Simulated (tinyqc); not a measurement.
Speciation in dilute and buffered hydrofluoric acid, oxide etch rate and bath loading: one step, computed by the program tinyqc.

Concentrations stand for activities, NH4+ and Cl- are spectators, and water ionisation is neglected. H, F and HF2 denote the ions H+, F- and HF2-. The base temperature is 298 K.

Problem. One trial. Fluoride balance: [HF] + [F] + 2 [HF2] + 2 [H2F2] = HF added + NH4F added. Acid balance: [H] + [HF] + [HF2] + 2 [H2F2] = HF added + HCl added. For a trial [H], [HF] = [H][F]/K1, and the fluoride balance is a quadratic in [F]. Take pH = 3. The residual is the left side of the acid balance less the right.

Inputs (values chosen for the exercise, of the order of those for thermal oxide at room temperature):
```
quantity,value,unit
HF added,0.11,mol/L
NH4F added,0,mol/L
HCl added,0.3,mol/L
K1 = [H][F]/[HF],0.000658,mol/L
K2 = [HF2]/([HF][F]),4.04,L/mol
K3 = [H2F2]/[HF]^2,0,L/mol
```

Give: [F]; [HF]; [HF2]; [H2F2]; residual.

Solution.

[F] = 0.03699 mol/L

[HF] = 0.05621 mol/L

[HF2] = 0.008400 mol/L

[H2F2] = 0 mol/L

residual = -0.3444 mol/L

The residual is negative, so the pH lies below 3.
